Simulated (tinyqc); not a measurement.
The best anneal temperature for the time t: solubility, supersaturation, precipitation and gettering of an impurity in a silicon-like host. Computed by tinyqc, a small Python program. Command: `OMP_NUM_THREADS=1 python tinyqc.py 3008526 3008527 out.jsonl ripen walk`. One thread of a shared host (Intel(R) Xeon(R) Processor @ 2.30GHz), about 0.01 s of CPU time with the checks.

The wafer was saturated at T1 and is then held at T.

Inputs (values chosen for the exercise, modelled on chromium in silicon):

| quantity | value | unit |
|---|---|---|
| site density N0 | 5e+22 | 1/cm^3 |
| enthalpy of solution H | 2.8 | eV |
| entropy of solution S | 4.3 | k_B |
| diffusion prefactor D0 | 0.00076 | cm^2/s |
| migration energy Q | 0.787 | eV |
| temperature of saturation T1 | 1400 | K |
| anneal temperature T | 1189 | K |
| sink density n | 4.3e+08 | 1/cm^3 |
| initial sink radius r0 | 5.8 | nm |
| impurity density in the precipitate C_p | 2.9e+22 | 1/cm^3 |
| interface energy gamma | 0.46 | J/m^2 |
| anneal time t | 130 | s |

Constants: k_B = 8.617333262e-05 eV/K; k_B = 1.380649e-23 J/K.

Method:
- C_eq(T) = N0 exp(S/k_B - H/(k_B T)); D(T) = D0 exp(-Q/(k_B T)); C0 = C_eq(T1). Supersaturation s = C0/C_eq(T); critical radius r* = 2 gamma/(C_p k_B T ln s); barrier W* = (4 pi/3) gamma r*^2. Strain energy is left out.
- r_f = [r0^3 + 3 (C0 - C_eq)/(4 pi n C_p)]^(1/3), tau_f = 1/(4 pi n r_f D).
- Growing sinks: with y = r/r_f and y0 = r0/r_f, dy/dt = (1 - y^3)/(3 tau_f y), which integrates to t/tau_f = F(y) - F(y0), F(y) = (1/2) ln[(1 + y + y^2)/(1 - y)^2] - sqrt(3) arctan[(2y + 1)/sqrt(3)]; the share of the excess left is (1 - y^3)/(1 - y0^3), and C(t) = C_eq + (C0 - C_eq) x share.

C0 = 3.06817e+14 1/cm^3

Dissolved share after t:

| T (K) | C_eq/C0 | tau_f (s) | C(t)/C0 |
|---|---|---|---|
| 630 | 4.7923e-13 | 2.6375e+05 | 0.99984 |
| 728 | 4.9636e-10 | 3.7471e+04 | 0.99889 |
| 840 | 1.9068e-07 | 7.0350e+03 | 0.99397 |
| 952 | 1.8058e-05 | 1.9578e+03 | 0.97707 |
| 1064 | 6.5612e-04 | 7.1333e+02 | 0.93039 |
| 1176 | 1.2025e-02 | 3.1614e+02 | 0.82609 |
| 1274 | 1.0072e-01 | 1.7930e+02 | 0.70273 |
| 1344 | 3.8021e-01 | 1.3900e+02 | 0.72882 |

The lowest dissolved share among these rows is 0.70 at 1274 K. Above it solubility sets the floor; below it diffusion is too slow for this time. Solubility falls with H = 2.8 eV and diffusion with Q = 0.787 eV. Caution: the barrier to homogeneous nucleation is below 35 k_B T for these inputs, so new precipitates would form and outnumber the fixed sinks assumed here.

Extremes, crossings and ranges named in words are read from the listed rows.
